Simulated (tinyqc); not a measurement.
Bloch-Grueneisen resistivity of a metal. From one set of inputs to another, one input at a time. Computed by tinyqc, a small Python program. Command: `OMP_NUM_THREADS=1 python tinyqc.py 3016502 3016503 out.jsonl bg ladder`. One thread of a shared host (Intel(R) Xeon(R) Processor @ 2.30GHz), about 0.01 s of CPU time with the checks.

Electrons scatter from a Debye spectrum of phonons (n = 5 for scattering within one band, n = 3 for scattering into a second, heavy band) and from static defects.

The inputs printed are set A. Set A is modelled on gold; the values taken over come from a set modelled on molybdenum. Inputs not listed in the table keep their values of set A, so the rows need not describe a real material.

Inputs (values chosen for the exercise, modelled on gold):
```
quantity,value,unit
exponent n,5,-
Debye temperature Theta,170,K
transport coupling lambda_tr,0.17,-
Drude plasma energy hbar w_p,9.2,eV
residual resistivity rho_0,0.012,microohm cm
temperature T,120,K
```

Addition: none.

Constants: k_B = 1.380649e-23 J/K; hbar = 1.054571817e-34 J s; eps_0 = 8.8541878128e-12 F/m; hbar = 6.582119569e-16 eV s; k_B = 8.617333262e-05 eV/K.

Method:
- J_n(y) = int_0^y x^n e^x/(e^x - 1)^2 dx, by 96 Gauss-Legendre points (upper limit at most 60).
- rho_ph = (n - 1) rho_1 (T/Theta)^n J_n(Theta/T), with rho_1 = 2 pi lambda_tr k_B Theta/(hbar eps_0 w_p^2), the high-temperature line at T = Theta.
- Matthiessen's rule: rho = rho_0 + rho_ph.
- Temperature coefficient (1/rho) d rho/dT by a central difference of +/- 0.5 K; residual ratio rho(295 K)/rho(4.2 K); scattering time tau = 1/(eps_0 w_p^2 rho); Wiedemann-Franz kappa = L_0 T/rho, L_0 = (pi^2/3)(k_B/e)^2.

Each row keeps all changes above it:
```
input moved,from,to,resistivity rho (microohm cm),temperature coefficient (1e-3/K),residual resistance ratio
set A,-,-,0.8816,9.9842,196.02
temperature T (K),120,295,2.3534,3.4962,196.02
residual resistivity rho_0 (microohm cm),0.012,0.59,2.9314,2.8068,4.97
Drude plasma energy hbar w_p (eV),9.2,8.1,3.6105,2.9399,6.12
Debye temperature Theta (K),170,363,3.4218,3.2638,5.80
transport coupling lambda_tr,0.17,0.33,6.0871,3.5616,10.32
```

Which inputs carry the difference?

Resistivity rho goes from 0.882 to 6.09, a factor 6.90 in all. The largest single move comes from temperature T (a factor 2.67). Temperature coefficient goes from 9.98 to 3.56, a factor 0.357 in all. The largest single move comes from temperature T (a factor 0.350). Residual resistance ratio goes from 196 to 10.3, a factor 0.0526 in all. The largest single move comes from residual resistivity rho_0 (a factor 0.0253), and transport coupling lambda_tr works against it (a factor 1.78). The single moves hold for this order of the switches; the total does not depend on the order.

Extremes, crossings and ranges named in words are read from the listed rows.
